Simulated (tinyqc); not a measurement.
## Surface potential of a MOS transistor: implicit equation and explicit approximations: accuracy of the approximations against gate voltage

p-type body, charge-sheet picture, depletion and inversion only, full ionisation (an idealisation for deep acceptors), Boltzmann statistics (rough once Na exp(x - xn) passes about Nc/7). In units of Vt: xg = (Vg - Vfb)/Vt, x = psi/Vt, G = gamma/sqrt(Vt), xn = (2 phiF + Vc)/Vt. The implicit equation is (xg - x)^2 = G^2 [x - 1 + exp(x - xn)] for x above about 3. Cox = eps0 eox/tox.

ni = sqrt(Nc Nv) exp(-Eg/(2 Vt)), Eg in volts; phiF = Vt ln(Na/ni); gamma = sqrt(2 q eps0 eps_r Na)/Cox; VT = Vfb + Vt (xn + G sqrt(xn - 1)). Depletion value a = 1 + [sqrt(G^2/4 + xg - 1) - G/2]^2; inversion value b = xn + ln[(xg - xn)^2/G^2 - xn + 1] and first guess y = min(a, b) - ln(1 + exp(-|a - b|)) if a > xn + 1, else b = y = a; one second-order correction with D = exp(y - xn), p = 2 (xg - y) + G^2 (1 + D), w = (xg - y)^2 - G^2 (y - 1 + D): z = y + 2 w/(p + sqrt(p^2 - 2 (2 - G^2 D) w)), or the Newton step z = y + w/p where the root is not real. N_inv = (Cox Vt G/q) [sqrt(x - 1 + exp(x - xn)) - sqrt(x - 1)] at the root. Lambert form (Cox m Vt/q) W0[(G/(2 m sqrt(xn - 1))) exp((Vg - VT)/(m Vt))], m = 1 + G/(2 sqrt(xn - 1)). Errors under 1e-4 mV, and the linear form below VT, are printed as 0.

Parameters, values chosen for the exercise; band and dielectric values close to those of silicon:
```
symbol    value   unit                                                                 meaning
T           400      K                                                             temperature
Eg         1.13     eV                                                                band gap
eps_r      11.6                                                          relative permittivity
Nc      4.26e19  cm^-3                                  conduction-band density of states at T
Nv      4.08e19  cm^-3                                     valence-band density of states at T
eox         3.9         relative permittivity of the gate insulator (close to silicon dioxide)
tox         1.8     nm                                                     insulator thickness
Na         1e17  cm^-3                                                        acceptor density
Vfb       -0.94      V                                                       flat-band voltage
Vc            1      V                                                    channel-body voltage
```

Constants: q = 1.602176634e-19 C, kB = 1.380649e-23 J/K, Vt = kB T/q, eps0 = 8.8541878128e-14 F/cm where lengths are in cm. Results are converted to the units shown.

Accuracy of the approximations against gate voltage:
```
Vg (V),psi (V),x - xn,error of y (mV),error of z (mV),N_inv (cm^-2),Cox (Vg - VT)/q (cm^-2),Lambert form (cm^-2)
0.5,1.332,-11.08,0,0,2.648e5,0,2.270e5
0.7,1.525,-5.499,5.26e-3,0,6.540e7,0,6.125e7
0.9,1.716,0.05645,1.28,0,1.584e10,3.998e10,1.593e10
1.1,1.855,4.074,31.9,8.35,6.932e11,2.435e12,7.582e11
1.3,1.910,5.697,35.7,12.3,2.395e12,4.829e12,2.622e12
1.5,1.942,6.618,27.5,7.97,4.396e12,7.224e12,4.762e12
1.7,1.964,7.262,22.4,-3.90,6.516e12,9.619e12,6.992e12
1.9,1.981,7.756,19.1,-1.83,8.700e12,1.201e13,9.266e12
2.1,1.995,8.156,16.7,-1.07,1.092e13,1.441e13,1.157e13
```

psi rises from 1.33 to 2.00 V and ends 8.2 Vt above 2 phiF + Vc. Among the rows the first guess is off by at most 36 mV (at Vg = 1.3 V) and the corrected value by at most 12 mV. In the last row the linear form is 32 % above N_inv and the Lambert form 5.9 % above it; in the first row the Lambert form is 14 % below it. For Vg = 1.3, 1.5, 1.7, 1.9, 2.1 the electron quasi-Fermi level lies less than 2 Vt below the band edge at the surface, or above it, where degeneracy and confinement, left out, matter.

tinyqc, about 0.01 s, one thread, Intel Xeon 2.30GHz (shared host): `OMP_NUM_THREADS=1 python tinyqc.py 2122053 2122054 out.jsonl`
